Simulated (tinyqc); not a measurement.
## Deep-level transient spectroscopy: amplitude against reverse bias

Schottky contact on an n-type layer with shallow donors Nd (all ionised) and a donor-like deep trap, neutral when filled and positive when empty; depletion approximation. Traps within lam of the depletion edge stay filled. A long pulse to Vp fills the traps beyond x1 = Wp - lam; back at Vr those between x1 and x2 = Wr - lam emit. A rate window reads S = C(t2) - C(t1).

lam = sqrt(2 eps0 eps_r (EF - ET)/(q Nd)), EF - ET = Et - (kB T/q) ln(Nc(T)/Nd), Nc(T) = Nc (T/300 K)^1.5. In the steady state at the band bending V, 2 eps0 eps_r V/q = Nd W^2 + Nt (W - lam)^2 (the second term only if W > lam). W(t)^2 = Wr^2 + (Nt/Nd)(x2^2 - x1^2) exp(-en t), C = eps0 eps_r/W; for small Nt, dC/C = -(Nt/2 Nd) G exp(-en t) with G = (x2^2 - x1^2)/Wr^2. Listed at t = 0.

Values chosen for this exercise; material values close to those of gallium arsenide: relative permittivity eps_r = 12.9; conduction-band density of states at 300 K Nc = 4.35e17 cm^-3; shallow donor density Nd = 2.2e16 cm^-3; built-in voltage Vbi = 0.96 V; depth of the trap below the conduction edge Et = 0.51 eV; trap density Nt = 1.8e14 cm^-3; reverse bias during the filling pulse Vp = 0 V; temperature of the transient T = 343 K.

Constants: q = 1.602176634e-19 C, kB = 1.380649e-23 J/K, eps0 = 8.8541878128e-14 F/cm where lengths are in cm. Results are converted to the units shown.

Amplitude against reverse bias:
```
Vr (V)	Wr (nm)	G	dC(0)/C (%)	2 Nd |dC|/C (cm^-3)
0.5	307.33	0.14024	-0.057323	2.5222e13
3.3	524.43	0.44555	-0.18177	7.9981e13
6.1	674.85	0.55673	-0.22698	9.9870e13
8.9	797.33	0.61920	-0.25235	1.1103e14
11.6	899.76	0.65942	-0.26868	1.1822e14
14.4	994.90	0.68988	-0.28104	1.2366e14
17.2	1081.7	0.71330	-0.29053	1.2783e14
20	1162.0	0.73203	-0.29813	1.3118e14
```

What does the table show?

G rises from 0.140 to 0.732, since lam = 164 nm and x1 weigh less in a wider layer. The simple estimate 2 Nd |dC|/C reaches 14.0 % of the true Nt in the first row and 72.9 % in the last.

tinyqc, about 0.01 s, one thread, Intel Xeon 2.30GHz (shared host): `OMP_NUM_THREADS=1 python tinyqc.py 2050041 2050042 out.jsonl`
